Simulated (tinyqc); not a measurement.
Inside a calculation. Model: square-lattice Ising model by mean field, Bethe lattice, transfer matrix, exact enumeration and Monte Carlo steps. Computed by tinyqc, a small Python program that keeps every step. Command: `OMP_NUM_THREADS=1 python tinyqc.py 3023514 3023515 out.jsonl ising walk`. One thread of a shared host (Intel(R) Xeon(R) Processor @ 2.30GHz), about 0.06 s of CPU time with the checks. Intermediate numbers are printed to about 6 digits and carried at full precision; extremes and crossings named in words are read from the listed rows.

H = -J sum over nearest pairs s_i s_j, s = +-1, no field, periodic boundaries; energies per site are in J. As a lattice gas or an alloy, s marks which species holds the site.

Inputs (values chosen for the exercise, for a model lattice):
```
quantity                                                                 value  unit
coupling J                                                                11.5   meV
temperature T                                                              440     K
strip width w                                                                2     -
factor on the grid 1.5, 1.85, 2.1, 2.45, 2.65, 3.1, 3.6, 4.4 of k_B T/J  0.944     -
```

Enumerated cell: 4 x 4. Monte Carlo rule: Metropolis.

Constants: k_B = 8.617333262e-05 eV/K.

## Reduced coupling

K = J/(k_B T). Onsager: k_B T_c/J = 2/ln(1 + sqrt 2); mean field: 4; Bethe lattice with z = 4: 2/ln 2.

K = 0.303300

critical temperatures (K): exact 302.827, Bethe 385.061, mean field 533.808

T lies above the exact and Bethe values but below the mean-field one.

## Three theories of the infinite lattice

K = J/(k_B T). Mean field: m = tanh(4 K m), u = -2 m^2. Bethe: cavity field h = 3 artanh(tanh K tanh h), m = tanh(4h/3), u = -2 (tanh K + tanh^2 h)/(1 + tanh K tanh^2 h). Exact: m = [1 - sinh(2K)^(-4)]^(1/8) below T_c; u = -coth(2K) [1 + (2/pi)(2 tanh^2(2K) - 1) K1(k)], k = 2 sinh(2K)/cosh^2(2K), K1 the complete elliptic integral of the first kind. The largest root is taken.

m, mean field = 0.673449

u, mean field = -0.907068

cavity field h = 0

m, Bethe = 0

u, Bethe = -0.588659

m, exact = 0

u, exact = -0.715056

Against the exact energy mean field misses by -0.192 J and Bethe by +0.126 J.

## Transfer matrix

Strip of w sites, periodic across (for w = 2 the pair is joined by two bonds): T(s, s') = exp(K [sum_i s_i s'_i + (r(s) + r(s'))/2]), r(s) = sum_i s_i s_(i+1).

T:
```
         ++       +-       -+       --
++  3.36423  1.00000  1.00000  1.00000
+-  1.00000  1.00000  0.29724  1.00000
-+  1.00000  0.29724  1.00000  1.00000
--  1.00000  1.00000  1.00000  3.36423
```

## Free energy and correlation length of the strip

With the eigenvalues l1 > l2: -f/(k_B T) = ln(l1)/w per site; xi = 1/ln(l1/l2) rows.

three largest eigenvalues: 5.35098  2.36423  0.70276

-f/(k_B T) = 0.838640

correlation length xi = 1.22425

xi/w = 0.612; for wide strips at T_c this ratio tends to 4/pi = 1.273, and T lies above T_c, where xi tends to a constant.

## Exact averages on the small cell

States of the 4 x 4 cell:
```
E (J)  |M|  count
-32     16      2
-24     14     32
-20     12     64
-16      0      8
-16      8     48
-16     10    192
-16     12    176
-12      2    128
-12      4    192
-12      6    384
-12      8    512
-12     10    512
-8       0    768
-8       2   1248
-8       4   1408
-8       6   1376
-8       8   1472
-8      10    416
-4       0   1600
-4       2   3840
-4       4   3648
-4       6   3328
-4       8   1152
0        0   4356
0        2   7360
0        4   5856
0        6   2496
0        8    456
4        0   3264
4        2   6272
4        4   3136
4        6    896
8        0   2112
8        2   2784
8        4   1536
8        6    256
12       0    576
12       2   1024
12       4    128
16       0    120
16       2    192
16       4    112
20       0     64
24       2     32
32       0      2
```

Weights count x exp(-K E); N = 16; u = <E>/N, c = K^2 (<E^2> - <E>^2)/N in k_B, Binder U = 1 - <M^4>/(3 <M^2>^2).

ln Z / N = 0.801907

u, cell = -0.860331

heat capacity c, cell = 0.456705

<|m|>, cell = 0.528007

Binder cumulant U = 0.419145

The cell energy lies -0.145 J from the infinite lattice: periodic images add correlation. <|m|> stays finite although the infinite lattice has m = 0.

## The methods across T_c

The grid values of k_B T/J times the given factor are rounded to 3 figures before use.

Order and energy:
```
k_B T/J    T (K)  m mean field   m Bethe   m exact  <|m|> cell   u Bethe   u exact    u cell    U cell
1.42     189.502      0.992572  0.990733  0.990543    0.990363  -1.96545  -1.96511  -1.96485  0.664868
1.75     233.541      0.977313  0.966851  0.964010    0.963245  -1.88437  -1.87996  -1.87898  0.658209
1.98     264.235      0.959388  0.932558  0.917633    0.923418  -1.77919  -1.75969  -1.76732  0.646270
2.31     308.274      0.920841  0.836484  0.000000    0.830487  -1.52858  -1.32536  -1.53335  0.611665
2.50     333.630      0.890643  0.735735  0.000000    0.764712  -1.31468  -1.10608  -1.37912  0.581528
2.93     391.014      0.795332  0.000000  0.000000    0.621446  -0.65727  -0.84658  -1.06059  0.495441
3.40     453.737      0.629501  0.000000  0.000000    0.506971  -0.57184  -0.68597  -0.81558  0.399231
4.15     553.826      0.000000  0.000000  0.000000    0.402648  -0.47281  -0.53281  -0.59158  0.284189
```

At k_B T/J = 1.42 all values of m agree within 0.003. At 2.31 the exact m is 0 while Bethe gives 0.84, mean field 0.92 and the cell 0.83: neglect of fluctuations raises T_c, and a finite cell rounds the transition. U falls from 0.665 (2/3 when ordered) to 0.284 (0 for a large disordered system).

## Metropolis steps

start configuration, 5 x 5, rows and columns numbered from 1:
```
    1   2   3   4   5
1  -1  -1   1  -1   1
2  -1   1   1   1   1
3  -1   1   1  -1   1
4   1   1   1   1  -1
5   1   1  -1   1  -1
```

Random draws:
```
step  row  column       u
1       4       3  0.2559
2       3       3  0.1875
3       3       4  0.8561
4       2       1  0.1142
5       5       3  0.2752
6       1       2  0.2784
7       5       3  0.0690
8       2       3  0.7146
9       4       2  0.8006
10      1       4  0.5018
11      2       1  0.5682
12      2       1  0.1586
13      5       5  0.1032
14      1       5  0.1696
```

h is the sum of the four neighbours. dE = 2 J s h; flip if u < p = min(1, exp(-2 K s h)).

Steps:
```
step  s before  h        p  s after
1            1  2  0.29724       -1
2            1  0  1.00000       -1
3           -1  2  1.00000        1
4           -1  0  1.00000        1
5           -1  2  1.00000        1
6           -1  2  1.00000        1
7            1  2  0.29724       -1
8            1  2  0.29724        1
9            1  2  0.29724        1
10          -1  4  1.00000        1
11           1  0  1.00000       -1
12          -1  0  1.00000        1
13          -1  2  1.00000        1
14           1  2  0.29724       -1
```

configuration after the steps:
```
    1  2   3  4   5
1  -1  1   1  1  -1
2   1  1   1  1   1
3  -1  1  -1  1   1
4   1  1  -1  1  -1
5   1  1  -1  1   1
```

12 of the 14 steps changed a spin; the sum of spins went from 7 to 11.

Checks made by the program: ln Z of the cell against the trace of a power of the transfer matrix (relative difference below 1e-10).
